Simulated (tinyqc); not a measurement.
## Zener tunnelling in a reverse-biased junction, two-band WKB: effect of the doping Nd

Abrupt p-n junction, depletion approximation. Energies E are counted from the conduction-band edge of the neutral n side; its Fermi level lies at dn, that of the p side at dn - V, and the valence-band edge of the neutral p side at Em = dn + dp - V. Tunnelling needs 0 < E < Em. Two-band dispersion with equal masses m: inside the gap kappa = sqrt(m u (1 - u/Eg)/C), u the distance from a band edge, C = hbar^2/(2 m0).

Nd = Nc F12(dn/Vt), Na = Nv F12(dp/Vt), F12(x) = (2/sqrt(pi)) int_0^infinity sqrt(u)/(1 + exp(u - x)) du; dn = EF - Ec on the n side, dp = Ev - EF on the p side (negative outside the bands); Vbi = Eg + dn + dp. W = sqrt(2 eps0 eps_r (Vbi - V)(1/Na + 1/Nd)/q), mean field F = (Vbi - V)/W, peak field 2 F. In a uniform field F the exponent is S = pi sqrt(m/C) Eg^1.5/(4 F). Transverse energy Et = C kt^2/m raises it to S (1 + 4 Et/Eg), so T = exp(-S) exp(-Et/Eb) with Eb = Eg/(4 S). KJ = (2 q^2/h) m/(4 pi C) (times 1e14 for A/cm^2 per eV^2). J = KJ exp(-S) Eb times the integral from 0 to Em of [f(E - dn) - f(E - dn + V)] [1 - exp(-min(E, Em - E)/Eb)] dE, f(x) = 1/(1 + exp(x/Vt)), with S and Eb from the mean field; J > 0 flows from p to n.

Inputs (values chosen for the exercise); band and dielectric values close to those of gallium arsenide:
- T = 300 K (temperature)
- Eg = 1.41 eV (band gap)
- eps_r = 12.9 (relative permittivity)
- Nc = 4.35e17 cm^-3 (conduction-band density of states at 300 K)
- Nv = 8.97e18 cm^-3 (valence-band density of states at 300 K)
- m = 0.071 m0 (band-edge mass of the two-band model)
- Na = 1.9e19 cm^-3 (acceptor density)
- V = -0.86 V (bias of the p side)

Constants: q = 1.602176634e-19 C, kB = 1.380649e-23 J/K, hbar = 1.054571817e-34 J s, h = 6.62607015e-34 J s, m0 = 9.1093837015e-31 kg, Vt = kB T/q, eps0 = 8.8541878128e-14 F/cm where lengths are in cm, hbar^2/(2 m0) = 0.0380998212 eV nm^2. Results are converted to the units shown.

Effect of the doping Nd:
```
Nd (cm^-3)  Vbi (V)  mean field (MV/cm)      S  J (A/cm^2)
1.1e18        1.495              0.4144  43.32  -1.217e-12
1.7e18        1.517              0.5101  35.19   -5.086e-9
2.7e18        1.548              0.6319  28.41   -5.567e-6
4.2e18        1.586              0.7681  23.37   -0.001045
6.4e18        1.633              0.9149  19.62    -0.05277
9.9e18        1.697               1.080  16.62      -1.256
1.5e19        1.778               1.245  14.42      -13.04
```

The mean field rises from 0.414 to 1.25 MV/cm, as Nd^(0.42), S falls from 43.3 to 14.4, and |J| rises from 1.22e-12 to 13.0 A/cm^2: 13.0 decades, of which exp(-S) accounts for 12.6.

Range of the model: Parabolic densities of states, no band tails and no gap narrowing, all of which matter at such doping.

tinyqc, about 0.01 s, one thread, Intel Xeon 2.30GHz (shared host): `OMP_NUM_THREADS=1 python tinyqc.py 2620134 2620135 out.jsonl`
